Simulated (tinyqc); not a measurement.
Jacobi rotations on a symmetric matrix, step by step. One step of it, computed by the program tinyqc.

Question. Jacobi rotation 2. Take the largest off-diagonal element A_pq; tan 2 theta = 2 A_pq / (A_qq - A_pp) with |theta| <= pi/4; A' = J^T A J with J_pp = J_qq = cos, J_pq = sin, J_qp = -sin.

A', lower triangle:
```
           1          2         3          4         5
1   1.833000
2  -0.269000   2.150000
3   0.092535  -0.475158  2.363321
4  -0.113676  -0.338097  0.000000   3.908679
5  -0.271000  -0.586000  0.181121  -0.087591  4.471000
```

Give: p, q, theta; A'.

Answer.

p, q, theta (rad): 2.000  5.000  -0.234

A', lower triangle:
```
        1       2      3       4      5
1   1.833
2  -0.324   2.010
3   0.093  -0.420  2.363
4  -0.114  -0.349  0.000   3.909
5  -0.201   0.000  0.286  -0.007  4.611
```
